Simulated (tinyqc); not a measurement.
Inside a calculation. Method: power iteration on a symmetric matrix. Computed by tinyqc, a small Python program that keeps every step. Settings: method = power, shift = 1.62. Command: `OMP_NUM_THREADS=1 python tinyqc.py 24746 24747 out.jsonl` (the two numbers bound the seeds that draw the settings). One thread of a shared host (Intel(R) Xeon(R) Processor @ 2.60GHz), about 0.01 s of CPU time with the checks.

## Step 1

A:
$$\begin{pmatrix}
1.0990 & -0.0850 & -0.5080 \\
-0.0850 & 3.0260 & -0.2420 \\
-0.5080 & -0.2420 & 3.0880
\end{pmatrix}$$

vector v at the start: [0.5774, 0.5774, 0.5774]

shift = 1.6200

w = (A - shift) v; v' = w/|w| with its largest component positive (the first on a tie); lambda = v'^T A v'.

vector after step 1: [0.6518, -0.6314, -0.4201]

Rayleigh quotient after step 1 = 2.4380

## Step 2

As before.

vector after step 2: [0.0625, 0.7254, 0.6855]

Rayleigh quotient after step 2 = 2.7557

## Course of the iteration

Stop when the residual |A v - lambda v| is below 1e-9.

Steps:
```
step    lambda  residual
1     2.437999  8.22e-01
2     2.755680  5.14e-01
3     2.869760  2.91e-01
4     2.914566  1.87e-01
5     2.948077  1.71e-01
6     2.990586  1.94e-01
7     3.048317  2.20e-01
8     3.117928  2.32e-01
9     3.188342  2.23e-01
10    3.247695  1.96e-01
11    3.290475  1.60e-01
12    3.317949  1.26e-01
13    3.334309  9.55e-02
14    3.343615  7.15e-02
15    3.348772  5.29e-02
16    3.351587  3.90e-02
17    3.353113  2.87e-02
18    3.353935  2.10e-02
19    3.354378  1.54e-02
20    3.354616  1.13e-02
21    3.354743  8.29e-03
22    3.354812  6.07e-03
23    3.354849  4.45e-03
24    3.354868  3.26e-03
25    3.354879  2.39e-03
26    3.354885  1.75e-03
27    3.354888  1.28e-03
28    3.354889  9.38e-04
29    3.354890  6.87e-04
30    3.354891  5.03e-04
```

all eigenvalues, for comparison: [0.9673, 2.8909, 3.3549]

Not converged in 30 steps: the residual falls only by the ratio of the two largest distances of eigenvalues from the shift, 0.73 a step.
